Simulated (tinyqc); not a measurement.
# Random telegraph noise from one oxide trap in a small MOSFET: effect of the temperature

An acceptor-like trap exchanges electrons with the channel. Inversion charge Q = Cox u, u = n Vt W0(exp((Vg - VT)/(n Vt))), W0 the Lambert function, n = nf, Cox = eps0 eox/tox; linear regime Id = (W/L) mu Q Vd. Relative to threshold the surface potential rises by Vt ln(u/u0) and the oxide voltage by the rest of Vg - VT, with u0 = n Vt W0(1).

N = Cox u/q; dpsi = Vt ln(u/u0); E = E0 - dpsi - (xt/tox)(Vg - VT - dpsi); capture time tc = 1/[(N/zi) vth s0 exp(-xt/lt - EB/Vt)]; emission time te = tc exp(-E/Vt); occupancy te/(tc + te). A = W L; threshold step dV = q (1 - xt/tox)/(Cox A); gm/Id = 1/(u + n Vt); relative step dI/I = (gm/Id) dV + asc mu/A. fc = (1/tc + 1/te)/(2 pi); rms = (dI/I) sqrt(tc te)/(tc + te). VT, nf, vth and mu are held fixed.

Parameters, values chosen for the exercise; values of the order met in silicon transistors:
```
symbol  value        unit                                                                 meaning
eox      7.31              relative permittivity of the gate insulator (close to silicon nitride)
tox       6.2          nm                                                     insulator thickness
xt          1          nm                            depth of the trap from the channel interface
E0       0.13          eV                   trap level above the channel Fermi level at threshold
s0      2e-16        cm^2                                                       capture prefactor
EB       0.18          eV                                    capture barrier (lattice relaxation)
lt       0.14          nm                                                 tunnelling decay length
vth     1.2e7        cm/s                                                        thermal velocity
zi        2.5          nm                                        thickness of the inversion layer
VT       0.44           V                                                       threshold voltage
nf       1.31                                                                         body factor
W         140          nm                                                              gate width
L         110          nm                                                             gate length
mu        350  cm^2/(V s)                                                                mobility
asc         0         V s                              scattering coefficient of the charged trap
Vd       0.05           V                                                           drain voltage
Vg       0.89           V                                                            gate voltage
```

Constants: q = 1.602176634e-19 C, kB = 1.380649e-23 J/K, Vt = kB T/q, eps0 = 8.8541878128e-14 F/cm where lengths are in cm. Results are converted to the units shown.

Results:
```
T (K),E (eV),tc (s),te (s),occupancy,dI/I (%),fc (Hz),rms dI/I (%)
180,0.011605,0.0056835,0.0026896,0.32122,0.20372,87.177,0.095127
210,0.0065440,0.0010999,7.6616e-4,0.41057,0.20502,352.43,0.10086
270,-0.0025535,1.2396e-4,1.3834e-4,0.52741,0.20685,2434.3,0.10327
300,-0.0066695,5.7888e-5,7.4925e-5,0.56414,0.20742,4873.6,0.10285
330,-0.010537,3.1086e-5,4.5029e-5,0.59159,0.20780,8654.3,0.10214
360,-0.014181,1.8535e-5,2.9277e-5,0.61233,0.20800,14023,0.10134
390,-0.017621,1.1976e-5,2.0232e-5,0.62816,0.20803,21156,0.10054
```

Estimate the missing row, T = 240 K.

Computed row:
```
T (K),E (eV),tc (s),te (s),occupancy,dI/I (%),fc (Hz),rms dI/I (%)
240,0.0018392,3.2179e-4,2.9441e-4,0.47778,0.20605,1035.2,0.10292
```

With this row back in the table: As T goes from 180 to 390, tc falls from 0.00568 to 1.20e-5 s, te falls from 0.00269 to 2.02e-5 s and dI/I rises from 0.204 to 0.208 %. Activation energies over the table: 0.178 eV for capture (EB = 0.18 eV, altered by the change of N) and 0.141 eV for emission.

Range of the model: VT is taken as given; short-channel effects and the uneven flow of current among few electrons are left out.

Program tinyqc, `OMP_NUM_THREADS=1 python tinyqc.py 2710083 2710084 out.jsonl`; Intel Xeon 2.30GHz, shared host, one thread, about 0.01 s.
